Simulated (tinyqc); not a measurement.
# Bloch-Grueneisen resistivity of a metal, step by step

A worked calculation. Computed by tinyqc, a small Python program that keeps every step. Command: `OMP_NUM_THREADS=1 python tinyqc.py 3005761 3005762 out.jsonl bg walk`. One thread of a shared host (Intel(R) Xeon(R) Processor @ 2.30GHz), about 0.01 s of CPU time with the checks. Intermediate numbers are printed to about 5 digits and carried at full precision; extremes and crossings named in words are read from the listed rows.

Electrons scatter from a Debye spectrum of phonons (n = 5 for scattering within one band, n = 3 for scattering into a second, heavy band) and from static defects.

Inputs (values chosen for the exercise, modelled on iridium):
```
quantity                      value         unit
exponent n                        5            -
Debye temperature Theta         310            K
transport coupling lambda_tr   0.38            -
Drude plasma energy hbar w_p      9           eV
residual resistivity rho_0    0.015  microohm cm
temperature T                    77            K
```

Addition: none.

Constants: k_B = 1.380649e-23 J/K; hbar = 1.054571817e-34 J s; eps_0 = 8.8541878128e-12 F/m; hbar = 6.582119569e-16 eV s; k_B = 8.617333262e-05 eV/K.

## Scale of the phonon resistivity

rho_ph = (n - 1) rho_1 (T/Theta)^n J_n(Theta/T), with rho_1 = 2 pi lambda_tr k_B Theta/(hbar eps_0 w_p^2), the high-temperature line at T = Theta.

rho_1 = 5.8537 microohm cm

## The integral and the phonon part

J_n(y) = int_0^y x^n e^x/(e^x - 1)^2 dx, by 96 Gauss-Legendre points (upper limit at most 60).

Theta/T = 4.0260

J_n = 29.995

phonon resistivity rho_ph = 0.66403 microohm cm

This is 45.7 % of the straight line rho_1 T/Theta.

## Total resistivity and derived numbers

Matthiessen's rule: rho = rho_0 + rho_ph. Temperature coefficient (1/rho) d rho/dT by a central difference of +/- 0.5 K; residual ratio rho(295 K)/rho(4.2 K); scattering time tau = 1/(eps_0 w_p^2 rho); Wiedemann-Franz kappa = L_0 T/rho, L_0 = (pi^2/3)(k_B/e)^2.

resistivity rho = 0.67903 microohm cm

temperature coefficient = 30.145 1e-3/K

residual resistance ratio = 350.46

scattering time = 88.963 fs

Wiedemann-Franz conductivity = 277.03 W/(m K)

The coefficient is 2.32 times 1/T; it exceeds 1/T because the phonon part, extended linearly, meets zero above T = 0. Caution: below about Theta/2 small-angle phonon scattering degrades heat flow more than charge flow, so a thermal conductivity taken from rho by the Wiedemann-Franz law would be too high.

## Limits of the phonon part

Low T: (n - 1) n! zeta(n) rho_1 (T/Theta)^n. High T: rho_1 (T/Theta) [1 - (n - 1)/(12 (n + 1)) (Theta/T)^2].

Resistivities (microohm cm):
```
T (K)      rho_ph   low-T law  straight line  line with correction   total rho
9.3    7.0799e-05  7.0799e-05          0.176                     -  1.5071e-02
16.0   1.0670e-03  1.0671e-03          0.302                     -  1.6067e-02
25.0   9.7869e-03  9.9383e-03          0.472                     -  2.4787e-02
37.0   5.9749e-02  7.0570e-02          0.699                     -  7.4749e-02
62.0   3.7661e-01  9.3233e-01          1.171                     -  3.9161e-01
110.0  1.3778e+00  1.6390e+01          2.077                 1.161  1.3928e+00
160.0  2.4704e+00  1.0671e+02          3.021                 2.391  2.4854e+00
250.0  4.3396e+00  9.9383e+02          4.721                 4.317  4.3546e+00
370.0  6.7212e+00  7.0570e+03          6.987                 6.714  6.7362e+00
620.0  1.1546e+01  9.3233e+04         11.707                11.545  1.1561e+01
```

The low-T law holds to 10 % up to 25 K, the straight line from 250 K on. The local exponent of rho_ph falls from 5.00 to 1.05. Phonons overtake the residual resistivity between 25.0 and 37.0 K.

Checks made by the program: J_n at large argument against n! zeta(n) (relative difference below 1e-10).
